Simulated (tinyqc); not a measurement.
Effective-mass impurity with a central-cell term, in a basis of Slater functions. From 1s binding energy back to central-cell range lambda. Computed by tinyqc, a small Python program. Command: `OMP_NUM_THREADS=1 python tinyqc.py 3020380 3020381 out.jsonl centralcell inv`. One thread of a shared host (Intel(R) Xeon(R) Processor @ 2.30GHz), about 0.04 s of CPU time with the checks.

The envelope obeys H = -nabla^2 - (2/r) [Z + A exp(-kappa r)] in effective units, with kappa = a*/lambda; positive A deepens the well near the core.

Inputs (values chosen for the exercise, for a model semiconductor):
```
quantity                 value  unit
effective mass m         0.114   m_0
dielectric constant eps   12.7     -
charge Z of the core         2     -
central-cell strength A     26     -
```

Impurity: donor, one isotropic band.

Constants: Ry = 13.605693123 eV; a_0 = 0.529177210903 angstrom.

Method:
- Units: Ry* = Ry m/eps^2 and a* = a_0 eps/m, with m in m_0.
- kappa = a*/lambda; the hydrogenic ground state is bound by Z^2 Ry*.
- For s functions exp(-zeta r), with s = zeta_i + zeta_j: S = 2/s^3, T = zeta_i zeta_j S, V = -2 Z/s^2, W = -2 A/(s + kappa)^2; each function is normalised by dividing by sqrt(S_ii S_jj).
- Large basis: zeta_i = 0.06 x 1.6^(i-1), i = 1..22, same formulas; for p functions r exp(-zeta r): S = 24/s^5, T = zeta_i zeta_j S (centrifugal term included), V = -12 Z/s^4, W = -12 A/(s + kappa)^4; overlap eigenvalues below 1e-11 are dropped.
- Binding energies are -E Ry*; the effective quantum number is nu = Z/sqrt(-E); |psi(0)|^2 is given relative to the hydrogenic Z^3/(pi a*^3).

Task: A run gave the result below. Find the central-cell range lambda, known to lie between 0.65 and 1.5 angstrom.

1s binding energy = 45.44458 meV

Result:

Each step takes the trial c = (a f_b - b f_a)/(f_b - f_a), f being the result less the target and a, b, c the logarithms of the listed values; c replaces end b, the old b replaces a if the sign of f changed, and otherwise f_a is halved.

Scan of the range:
```
central-cell range lambda (angstrom)  1s binding energy (meV)
0.650                                                  41.359
0.747                                                  42.699
0.859                                                  44.901
0.987                                                  48.777
1.140                                                  56.869
1.300                                                  73.579
1.500                                                 119.959
```

False position (Illinois rule, in the logarithm of the input) inside the bracket:
```
step     end a     end b     trial  1s binding energy (meV)
1     0.859000  0.987000  0.875889                  45.3145
2     0.987000  0.875889  0.879827                  45.4145
3     0.987000  0.879827  0.881621                  45.4605
4     0.879827  0.881621  0.880998                  45.4445
5     0.881621  0.880998  0.881000                  45.4446
6     0.881621  0.881000  0.881000                  45.4446
7     0.881000  0.881000  0.881000                  45.4446
```

1s binding energy rises at every point of a 13-point scan of the range (every second point is shown), so one value fits; it is bracketed by 0.859 and 0.987. Answer: central-cell range lambda = 0.8810 angstrom.

Caution: the density at the core is many times hydrogenic, so the result hangs on the model potential inside one cell, where the envelope picture is weak.
